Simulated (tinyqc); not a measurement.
Polytypes and stacking faults of a tetrahedral semiconductor in an axial Ising model with couplings up to third neighbours: one step, computed by the program tinyqc.

Each double layer has s = +1 or -1 for the sense of its stacking step; E per pair of atoms = E0 - sum_n J_n <s_i s_(i+n)>, n = 1, 2, 3. Hexagonality h = (1 - <s_i s_(i+1)>)/2.

Problem. Stacking-fault energies. Faults in 4H: the sequences single Shockley (31) (+++-), double Shockley (62) (++++++--), Frank-type (32) (+++--) are put between perfect repeats; k_n = (layers x C_n of the host) - sum_i s_i s_(i+n). gamma = sum k_n J_n/A, A = (sqrt 3/2) a^2; 1 meV/angstrom^2 = 16.02177 mJ/m^2.

Inputs (values chosen for the exercise, of the order of those of SiC for J, a, G and the gaps):
```
quantity,value,unit
J1,1.07,meV/pair
J2,-2.03,meV/pair
J3,-0.41,meV/pair
basal lattice constant a,3.08,angstrom
```

Host polytype: 4H.

fault coefficients k_n:
```
,J1,J2,J3
single Shockley (31),0,-4,0
double Shockley (62),-4,-8,0
Frank-type (32),-1,-2,3
```

Constants: 1 eV/angstrom^2 = 16.02176634 J/m^2.

Give: gamma; energy of the glide fault, single Shockley (31).

Solution.

gamma (mJ/m^2): single Shockley (31) 15.84, double Shockley (62) 23.32, Frank-type (32) 3.43

energy of the glide fault, single Shockley (31) = 15.84 mJ/m^2

The cheapest is the Frank-type (32) fault.
